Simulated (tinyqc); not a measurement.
Abrupt p-n junction, non-linear Poisson equation by Newton steps: one step of the calculation.

One dimension, p side on the left, n side on the right; net doping C = -Na for x < 0 and +Nd for x > 0. The potential psi is counted from the intrinsic level, and the quasi-Fermi potentials are flat: 0 for holes and -V for electrons, so n = ni exp((psi + V)/Vt) and p = ni exp(-psi/Vt) (Boltzmann statistics, full ionisation, no current). Under reverse bias this makes the minority densities vanishingly small everywhere; they play no part in the charge.

Question. Newton step. Solve the tridiagonal system a_(i-1) d_(i-1) + b_i d_i + a_i d_(i+1) = -F_i for nodes 1 to 11, with d = 0 on fixed nodes. Half of the step is added while the largest |d| exceeds 1.5 Vt, the full step after that.

Values chosen for this exercise:
```
symbol,value,unit,meaning
T,325,K,temperature
```

Constants: q = 1.602176634e-19 C, kB = 1.380649e-23 J/K, Vt = kB T/q. Results are converted to the units shown.

```
interval,coupling a_i (F/cm^2)
0,1.4031227e-7
1,2.8216642e-7
2,5.6745071e-7
3,1.1349014e-6
4,2.2824129e-6
5,2.0541716e-6
6,1.8506050e-6
7,1.6565900e-6
8,1.4885301e-6
9,1.3514287e-6
10,1.2083362e-6
11,1.0926445e-6
```

```
node,diagonal b (F/cm^2),residual F (C/cm^2)
1,-1.8182127e-5,1.6880118e-7
2,-8.4961714e-7,8.8358507e-17
3,-1.7023521e-6,~0
4,-3.4173143e-6,-2.2260242e-8
5,-4.3365848e-6,2.2260232e-8
6,-3.9059392e-6,-3.2559669e-11
7,-3.9416969e-6,-1.2168805e-8
8,-9.9482154e-6,-1.1182745e-7
9,-1.0720313e-5,-1.8950973e-9
10,-1.1309676e-5,~0
11,-1.2029142e-5,~0
```

```
node,psi at the start (V)
0,-0.4581047
1,-0.4579322
2,0.1512780
3,0.8927640
4,1.3727433
5,1.6287623
6,1.8536728
7,2.0165529
8,2.0905504
9,2.0918236
10,2.0918236
11,2.0918236
12,2.0918236
```

Give: Newton step d, before damping; psi after iteration 1.

Answer.

```
node,"Newton step d, before damping (V)"
1,0.009184
2,-0.006461
3,-0.014240
4,-0.018129
5,-0.010311
6,-0.012460
7,-0.014835
8,-0.014034
9,-0.002158
10,-0.000261
11,-0.000026
```

```
node,psi after iteration 1 (V)
0,-0.4581
1,-0.4487
2,0.1448
3,0.8785
4,1.3546
5,1.6185
6,1.8412
7,2.0017
8,2.0765
9,2.0897
10,2.0916
11,2.0918
12,2.0918
```

Program tinyqc, `OMP_NUM_THREADS=1 python tinyqc.py 2000143 2000144 out.jsonl`; Intel Xeon 2.30GHz, shared host, one thread, about 0.05 s.

~0 in a residual or rate marks an entry under 1e-11 of the largest of its column.
